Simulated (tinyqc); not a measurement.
# Worked calculation: admittance spectroscopy of a deep trap

Computed by the program tinyqc: `OMP_NUM_THREADS=1 python tinyqc.py 2050145 2050146 out.jsonl`, one thread of a shared Intel Xeon 2.30GHz, about 0.01 s for the whole run. Printed values are rounded.

Schottky contact on an n-type layer with shallow donors Nd (all ionised) and a donor-like deep trap, neutral when filled and positive when empty; depletion approximation. Traps within lam of the depletion edge stay filled. The traps at xt = W - lam, where the level crosses the Fermi level, follow a slow signal and not a fast one. w = 2 pi f.

Parameters, values chosen for the exercise; material values close to those of germanium: relative permittivity eps_r = 15.7; conduction-band density of states at 300 K Nc = 1.05e19 cm^-3; thermal velocity at 300 K vth = 3.4e7 cm/s; shallow donor density Nd = 8e15 cm^-3; built-in voltage Vbi = 0.43 V; depth of the trap below the conduction edge Et = 0.25 eV; capture cross-section sn = 4.4e-17 cm^2; trap density Nt = 7.8e14 cm^-3; reverse bias Vr = 0 V; signal frequency f = 370 Hz; temperature T = 187 K.

Constants: q = 1.602176634e-19 C, kB = 1.380649e-23 J/K, eps0 = 8.8541878128e-14 F/cm where lengths are in cm. Results are converted to the units shown.

## Widths and limiting capacitances

lam = sqrt(2 eps0 eps_r (EF - ET)/(q Nd)), EF - ET = Et - (kB T/q) ln(Nc(T)/Nd), Nc(T) = Nc (T/300 K)^1.5. In the steady state at the band bending V, 2 eps0 eps_r V/q = Nd W^2 + Nt (W - lam)^2 (the second term only if W > lam). V = Vbi + Vr. C_HF = eps0 eps_r/W, C_LF = eps0 eps_r (Nd + Nt)/(Nd W + Nt xt).

lam = 177.792 nm
W = 302.894 nm
xt = 125.103 nm
C_HF = 45.8941 nF/cm^2
C_LF = 48.4190 nF/cm^2

The step is 5.50 % of C_HF.

## Admittance at the signal frequency

Emission rate en = sn vth(T) Nc(T) exp(-Et/kB T) = sn g T^2 exp(-Et/kB T), g = vth Nc/(300 K)^2, as vth goes as T^0.5 and Nc as T^1.5 (degeneracy factor 1). Inflection frequency w0 = 2 en [1 + Nt xt/(Nd W)]; C = C_HF + (C_LF - C_HF)/(1 + (w/w0)^2), G/w = (C_LF - C_HF)(w/w0)/(1 + (w/w0)^2).

en = 1116.58 1/s
w0/(2 pi) = 369.731 Hz
C = 47.1556 nF/cm^2
G/w = 1.26243 nF/cm^2

The signal lies near the inflection, where the loss is largest.
